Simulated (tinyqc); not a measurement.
From weak to strong coupling: mean-field antiferromagnet of the Hubbard model on the simple cubic lattice.

e(k) = -2 t (cx + cy + cz) - 4 t2 (cx cy + cy cz + cz cx), ci = cos ki; one electron a site; Q = (pi, pi, pi). <n_up - n_dn> = m cos(Q.R) gives Delta = U m/2 and bands E = e+ -/+ sqrt(e-^2 + Delta^2), e+- = (e(k) +- e(k + Q))/2 (the constant U/2 is dropped). Means run over the mesh k_i = 2 pi (j + 1/2)/N of the whole zone: mu from mean(f(E-) + f(E+)) = 1; m(out) = mean of Delta (f(E-) - f(E+))/sqrt(e-^2 + Delta^2); free energy per site F = -kT mean[ln(1 + exp(-(E- - mu)/kT)) + ln(1 + exp(-(E+ - mu)/kT))] + mu + U m^2/4.

Constants: kB = 8.617333262e-05 eV/K.

Parameters, chosen for this exercise:
- t = 0.86 eV (nearest hopping)
- t2 = 0 eV (second hopping)
- T = 600 K

Mesh N = 16, start m = 0.9, at most 400 steps; U takes the listed multiples of t. The gap (negative: overlap) is read for that Delta on the unshifted mesh N = 24, which holds the band extrema.

Results:

| U/t | m | Delta (eV) | gap (eV) | F - F(0) (meV) | J = 4 t^2/U (meV) |
|---|---|---|---|---|---|
| 1.5 | 0.000 | 0.000 | 0.000 | 0.00 | 2293 |
| 2.0 | 0.158 | 0.136 | 0.271 | -0.51 | 1720 |
| 3.0 | 0.426 | 0.550 | 1.100 | -22.00 | 1147 |
| 4.0 | 0.589 | 1.014 | 2.027 | -79.19 | 860 |
| 5.0 | 0.696 | 1.496 | 2.991 | -169.15 | 688 |
| 6.0 | 0.767 | 1.978 | 3.956 | -284.90 | 573 |
| 8.0 | 0.852 | 2.930 | 5.861 | -570.02 | 430 |
| 12.0 | 0.926 | 4.780 | 9.559 | -1259.74 | 287 |
| 20.0 | 0.971 | 8.354 | 16.709 | -2825.44 | 172 |

On this mesh a moment above 0.02 first appears at U/t = 2 of those listed; a gap is open from U/t = 2 on. With t2 = 0 the Fermi surface is nested by Q, so at zero temperature and on an infinite mesh any U orders; at small U the finite mesh and kT = 0.060 t can suppress or reduce the moment. At U/t = 20 m has reached 0.971 and the gap is 0.97 U. Mean field leaves out spin fluctuations, which lower m (at large U to about 0.6 on the square and 0.85 on the simple cubic lattice) and the ordering temperature.

Computed by tinyqc, a small Python program: `OMP_NUM_THREADS=1 python tinyqc.py 1681974 1681975 out.jsonl` (the numbers bound the seed that draws the inputs); one thread of a shared host (Intel(R) Xeon(R) Processor @ 2.30GHz), about 0.09 s for the whole set of steps.
